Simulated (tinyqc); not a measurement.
Insulator thickness and V0 from two charges.

Question. In an undoped wire Vg - V0 = Q/Cox + Vt ln(Q/Q0) + Vt ln(1 + Q/Q0) at the source, with Q0 = 4 eps0 eps_r Vt/R and Cox = eps0 eox/(R ln(1 + tox/R)). Find Cox, tox and V0.

Inputs (values chosen for the exercise); material values close to those of silicon:
```
symbol,value,unit,meaning
T,325,K,temperature
eps_r,11.7,,relative permittivity of the semiconductor
eox,3.78,,relative permittivity of the gate insulator
R,6,nm,wire radius
```

Constants: q = 1.602176634e-19 C, kB = 1.380649e-23 J/K, Vt = kB T/q, eps0 = 8.8541878128e-14 F/cm where lengths are in cm. Results are converted to the units shown.

Qs at Vg = 0.78 and 1.18 V (nC/cm^2): [529.09567, 1319.9731]

Solution. The two equations are linear in 1/Cox and V0; tox follows by inverting the logarithm.

Cox = 2.24 uF/cm^2
tox = 1.70 nm
V0 = 0.478 V

Numbers from tinyqc (`OMP_NUM_THREADS=1 python tinyqc.py 2460051 2460052 out.jsonl`; about 0.02 s on one thread of a shared Intel Xeon 2.30GHz).
